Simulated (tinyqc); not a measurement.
# p-n diode, drift-diffusion by the Gummel loop with Scharfetter-Gummel fluxes: two studies

Abrupt junction at x = 0, p side from -Lp, n side to Ln, ohmic contacts. psi is counted from the intrinsic level; n = ni exp((psi - phin)/Vt), p = ni exp((phip - psi)/Vt). Contacts: p side psi = V - Vt ln(Na/ni), p = Na, n = ni^2/Na; n side psi = Vt ln(Nd/ni), n = Nd, p = ni^2/Nd. Constant mobilities, D = mu Vt, Boltzmann statistics, SRH recombination through a mid-gap level, U = (n p - ni^2)/(tp (n + ni) + tn (p + ni)). Current is positive from the p contact to the n contact.

Parameters, values chosen for the exercise; band and dielectric values close to those of gallium arsenide:
```
symbol,value,unit,meaning
T,300,K,temperature
Eg,1.4,eV,band gap
eps_r,13.1,,relative permittivity
Nc,4.49e17,cm^-3,conduction-band density of states at T
Nv,9.11e18,cm^-3,valence-band density of states at T
Na,3.1e17,cm^-3,acceptor density of the p side
Nd,1.7e16,cm^-3,donor density of the n side
mun,4800,cm^2/(V s),electron mobility
mup,260,cm^2/(V s),hole mobility
tn,1e-8,s,SRH lifetime of electrons
tp,5e-9,s,SRH lifetime of holes
Lp,1.1,um,length of the p side
Ln,0.94,um,length of the n side
G,0,cm^-3 s^-1,uniform generation rate
```

Constants: q = 1.602176634e-19 C, kB = 1.380649e-23 J/K, Vt = kB T/q, eps0 = 8.8541878128e-14 F/cm where lengths are in cm. Results are converted to the units shown.

Each table varies one quantity; the others keep the values above.

## Current against voltage in the dark

ni = sqrt(Nc Nv) exp(-Eg/(2 Vt)), Eg in volts. Poisson and both continuity equations are solved self-consistently with Scharfetter-Gummel fluxes on a graded mesh of 500 nodes. J_scr is q times the integral of U between -xp and xn. Ideal diffusion current J_id = q ni^2 [Dn coth(wp/Le)/(Le Na) + Dp coth(wn/Lh)/(Lh Nd)] (exp(V/Vt) - 1), Le = sqrt(Dn tn), Lh = sqrt(Dp tp), wp = Lp - xp, wn = Ln - xn, with xp and xn from the depletion approximation (W = sqrt(2 eps0 eps_r (Vbi - V)(1/Na + 1/Nd)/q), xp = W Nd/(Na + Nd), xn = W Na/(Na + Nd), Vbi = Vt ln(Na Nd/ni^2)). Ideality factor = 0.004 V/(Vt ln[J(V + 0.004 V)/J(V)]). Here G = 0.

In this table G = 0 cm^-3 s^-1.

Current against voltage in the dark:
```
V (V)	J (A/cm^2)	ideality factor	J_scr/J (%)	J_id (A/cm^2)	share recombining at the contacts (%)	larger minority/doping at -xp and xn
0.25	9.20e-9	1.93	100	3.13e-13	0.00324	1.06e-15
0.35	6.82e-8	1.93	100	1.48e-11	0.0206	5.06e-14
0.46	6.24e-7	1.91	99.8	1.03e-9	0.156	3.54e-12
0.57	5.85e-6	1.88	98.8	7.12e-8	1.15	2.47e-10
0.68	6.01e-5	1.74	91.8	4.94e-6	7.76	1.71e-8
0.79	8.92e-4	1.38	62.0	3.42e-4	36.1	1.18e-6
0.89	0.0208	1.11	23.4	0.0161	72.6	5.50e-5
1	1.16	1.03	5.23	1.11	89.6	0.00362
1.11	70.1	1.08	0.890	76.5	94.6	0.179
```

What does the table show?

J rises from 9.20e-9 to 70.1 A/cm^2; the ideality factor goes from 1.93 through a minimum of 1.03 (at V = 1 V among the rows listed) to 1.08. Recombination in the depleted layer carries over half of the current up to V = 0.79 V, where the factor is 1.38; it grows roughly as exp(V/2 Vt), so diffusion overtakes it. Where the factor is lowest (V = 1 V), J is 3.8 % above the ideal diffusion current. From V = 1.11 V on the minority density at an edge of the layer exceeds a tenth of the doping, and in the last row J is 8.3 % below the ideal value.

## Effect of the donor density of the n side at fixed bias

Same model as above.

In this table V = 0.66 V.

Result of one run:
```
Nd (cm^-3)	J (A/cm^2)	ideality factor	J_scr/J (%)	J_id (A/cm^2)	share recombining at the contacts (%)	larger minority/doping at -xp and xn
5.3e16	2.06e-5	1.79	93.7	1.30e-6	6.10	8.43e-10
```

What becomes of these results when the donor density of the n side Nd is changed from 5.3e16 to 3.6e16 cm^-3, all else the same?

Result of the changed run:
```
Nd (cm^-3)	J (A/cm^2)	ideality factor	J_scr/J (%)	J_id (A/cm^2)	share recombining at the contacts (%)	larger minority/doping at -xp and xn
3.6e16	2.54e-5	1.79	94.1	1.51e-6	5.67	1.81e-9
```

The whole series:
```
Nd (cm^-3)	J (A/cm^2)	ideality factor	J_scr/J (%)	J_id (A/cm^2)	share recombining at the contacts (%)	larger minority/doping at -xp and xn
1.7e16	3.88e-5	1.78	94.2	2.29e-6	5.57	7.93e-9
2.5e16	3.12e-5	1.79	94.3	1.80e-6	5.50	3.72e-9
3.6e16	2.54e-5	1.79	94.1	1.51e-6	5.67	1.81e-9
5.3e16	2.06e-5	1.79	93.7	1.30e-6	6.10	8.43e-10
7.7e16	1.69e-5	1.78	93.0	1.17e-6	6.77	4.03e-10
1.1e17	1.40e-5	1.77	92.2	1.09e-6	7.65	1.99e-10
```

As Nd rises from 1.7e16 to 1.1e17, J falls from 3.88e-5 to 1.40e-5 A/cm^2, the share of the depleted layer goes from 94.2 through a maximum of 94.3 (at Nd = 2.5e16 among the rows listed) to 92.2 % and the share lost at the contacts goes from 5.57 through a minimum of 5.50 (at Nd = 2.5e16 among the rows listed) to 7.65 %. The exponent d ln J/d ln Nd is -0.57 between the first two rows and -0.53 between the last two. J less J_scr is 0.13 % below J_id in the last row.

tinyqc, about 0.2 s, one thread, Intel Xeon 2.30GHz (shared host): `OMP_NUM_THREADS=1 python tinyqc.py 2240173 2240174 out.jsonl`
